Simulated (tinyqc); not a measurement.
Shallow acceptor in the spherical model (Baldereschi-Lipari), strong spin-orbit limit. From one set of inputs to another, one input at a time. Computed by tinyqc, a small Python program. Command: `OMP_NUM_THREADS=1 python tinyqc.py 3007430 3007431 out.jsonl acceptor ladder`. One thread of a shared host (Intel(R) Xeon(R) Processor @ 2.30GHz), about 0.02 s of CPU time with the checks.

The 1S(3/2) state has an s envelope f(r) and a d envelope g(r). In effective units they obey -(f'' + 2f'/r + 2f/r) + mu (g'' + 5g'/r + 3g/r^2) = E f and -(g'' + 2g'/r - 6g/r^2 + 2g/r) + mu (f'' - f'/r) = E g. The cubic term, the split-off band and the central cell are left out.

The inputs printed are set A. Inputs not listed in the table keep their values of set A, so the rows need not describe a real material.

Inputs (values chosen for the exercise, for a model semiconductor): Luttinger gamma_1 = 3.5; Luttinger gamma_2 = 0.414; Luttinger gamma_3 = 0.719; dielectric constant eps = 14.4.

Constants: Ry = 13.605693123 eV; a_0 = 0.529177210903 angstrom.

Method:
- Ry* = Ry/(gamma_1 eps^2), a* = a_0 eps gamma_1, mu = (6 gamma_3 + 4 gamma_2)/(5 gamma_1), delta = (gamma_3 - gamma_2)/gamma_1; spherical masses 1/(gamma_1 (1 - mu)) (heavy) and 1/(gamma_1 (1 + mu)) (light).
- Basis: f_i = exp(-zeta_i r), g_i = r exp(-zeta_i r), weight r^2 dr, s = zeta_i + zeta_j. S_ff = 2/s^3, H_ff = zeta_i zeta_j S_ff - 2/s^2; S_gg = 24/s^5, H_gg = 8/s^3 + 24 zeta_i zeta_j/s^5 - 12/s^4; H(f_i, g_j) = mu (6 zeta_i^2/s^4 + 2 zeta_i/s^3); S_fg = 0. Each function is normalised by sqrt(S_ii).
- Large basis: zeta_i = 0.08 x 1.55^(i-1), i = 1..20 in each channel; overlap eigenvalues below 1e-11 are dropped.
- Binding energies are -E Ry*; the mass that fits is E(1S) eps^2/Ry.

Each row keeps all changes above it:
```
input moved               from    to  1S(3/2) binding energy (meV)  d weight of 1S(3/2)  heavy-hole mass (m_0)
set A                        -     -                        20.962              0.05009                0.43365
Luttinger gamma_1          3.5  5.04                        13.714              0.02394                0.26001
Luttinger gamma_2        0.414   1.6                        15.594              0.07856                0.34516
dielectric constant eps   14.4  12.3                        21.373              0.07856                0.34516
Luttinger gamma_3        0.719  2.11                        39.081              0.26381                0.81433
```

Which inputs carry the difference?

1S(3/2) binding energy goes from 21.0 to 39.1, a factor 1.86 in all. The largest single move comes from Luttinger gamma_3 (a factor 1.83), and Luttinger gamma_1 works against it (a factor 0.654). d weight of 1S(3/2) goes from 0.0501 to 0.264, a factor 5.27 in all. The largest single move comes from Luttinger gamma_3 (a factor 3.36), and Luttinger gamma_1 works against it (a factor 0.478). Heavy-hole mass goes from 0.434 to 0.814, a factor 1.88 in all. The largest single move comes from Luttinger gamma_3 (a factor 2.36), and Luttinger gamma_1 works against it (a factor 0.600). The single moves hold for this order of the switches; the total does not depend on the order.

Caution (rows Luttinger gamma_2, dielectric constant eps): gamma_3 and gamma_2 differ by more than 0.17 gamma_1: band warping, left out here, adds several per cent to the binding.

Extremes, crossings and ranges named in words are read from the listed rows.
